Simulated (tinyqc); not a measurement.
From results back to parameters: square lattice in a magnetic field (Harper-Hofstadter model). Four cases, with inputs chosen for the exercise.

Problem. For flux 1/3 or 2/3 the levels obey E^3 - 3 (tx^2 + ty^2) E + 2 tx^3 cos(3 kx) + 2 ty^3 cos(3 ky) = 0. The three levels at (0, 0) were computed from hidden tx >= ty.

Case 1.

levels (meV): -5.190897  1.390897  3.800000

Case 2.

levels (meV): -5.190897  1.390897  3.800000

Case 3.

levels (meV): -3.837212  1.037212  2.800000

Case 4.

levels (meV): -2.458846  0.658846  1.800000

Find: tx^2 + ty^2; tx^3 + ty^3; tx; ty.

Solution. The sum of the squares of the roots is 6 (tx^2 + ty^2) and their product is -2 (tx^3 + ty^3); on the arc tx >= ty the sum of cubes rises with tx, so one pair fits.

Case 1.

tx^2 + ty^2 = 7.220
tx^3 + ty^3 = 13.718
tx = 1.90 meV
ty = 1.90 meV

Case 2.

tx^2 + ty^2 = 7.220
tx^3 + ty^3 = 13.718
tx = 1.90 meV
ty = 1.90 meV

Case 3.

tx^2 + ty^2 = 3.940
tx^3 + ty^3 = 5.572
tx = 1.50 meV
ty = 1.30 meV

Case 4.

tx^2 + ty^2 = 1.620
tx^3 + ty^3 = 1.458
tx = 0.90 meV
ty = 0.90 meV

Computed by tinyqc, one run a case: `OMP_NUM_THREADS=1 python tinyqc.py N N+1 out.jsonl` with N = 1251714, 1280001, 1280526, 1281155; one thread of a shared Intel(R) Xeon(R) Processor @ 2.30GHz, about 0.03 s a run at most.
